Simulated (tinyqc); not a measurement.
# From I_sub/I_D back to junction depth x_j

Model: lateral field, substrate current, probability of reaching the oxide barrier and hot-carrier lifetime of a silicon transistor (pseudo-two-dimensional and lucky-electron models). Computed by tinyqc, a small Python program. Command: `OMP_NUM_THREADS=1 python tinyqc.py 3030205 3030206 out.jsonl hotcar inv`. One thread of a shared host (Intel(R) Xeon(R) Processor @ 2.30GHz), about 0.02 s of CPU time with the checks.

Local-field models: a lucky carrier gains its energy at the peak field over a path free of collisions. Voltages are magnitudes.

Inputs (values chosen for the exercise, modelled on a silicon n-channel): channel length L = 440 nm; oxide thickness t = 12 nm; mobility mu = 310 cm^2/(V s); saturation velocity v_s = 0.85 1e7 cm/s; threshold voltage V_T = 0.76 V; gate voltage V_G = 1.8 V; drain voltage V_D = 3.9 V; ionisation prefactor A_i = 1.8e+06 1/cm; ionisation field B_i = 1.78 MV/cm; hot-carrier mean free path lambda = 8.2 nm; oxide barrier phi_b = 3.1 eV; interface-trap threshold phi_it = 3.7 eV; lifetime constant H = 900 s microampere/micrometre.

Drain: abrupt.

Constants: eps_0 = 8.8541878128e-12 F/m.

Method:
- C_ox = 3.9 eps_0/t; F_sat = 2 v_s/mu; V_Dsat = V_ov F_sat L/(V_ov + F_sat L), V_ov = V_G - V_T; I_D/W = C_ox v_s (V_ov - V_Dsat).
- Scale length l = 0.22 t^(1/3) x_j^(1/2) (all in cm); F_m = sqrt(((V_D - V_Dsat)/l_e)^2 + F_sat^2), with l_e = l; length of the velocity-saturated region l_e ln((V_D - V_Dsat)/(l_e F_sat) + F_m/F_sat).
- Substrate current I_sub/I_D = (A_i/B_i)(V_D - V_Dsat) exp(-B_i/F_m); probability of reaching the oxide barrier exp(-phi_b/(e lambda F_m)); lifetime tau = (H/(I_D/W)) exp(phi_it/(e lambda F_m)).

Problem. A run gave the result below. Find the junction depth x_j, known to lie between 95 and 210 nm.

I_sub/I_D = 0.02336952

Solution.

Each step takes the trial c = (a f_b - b f_a)/(f_b - f_a), f being the result less the target and a, b, c the logarithms of the listed values; c replaces end b, the old b replaces a if the sign of f changed, and otherwise f_a is halved.

Scan of the range:
```
junction depth x_j (nm)  I_sub/I_D
95                       0.0581297
108                      0.0447681
124                      0.0331760
141                      0.0246583
161                      0.0178063
184                      0.0125667
210                      0.0087107
```

False position (Illinois rule, in the logarithm of the input) inside the bracket:
```
step    end a    end b    trial  I_sub/I_D
1     141.000  161.000  144.562  0.0232290
2     141.000  144.562  143.918  0.0234799
3     144.562  143.918  144.201  0.0233693
4     143.918  144.201  144.200  0.0233695
5     143.918  144.200  144.200  0.0233695
6     144.200  144.200  144.200  0.0233695
```

I_sub/I_D falls at every point of a 13-point scan of the range (every second point is shown), so one value fits; it is bracketed by 141 and 161. Answer: junction depth x_j = 144.2 nm.
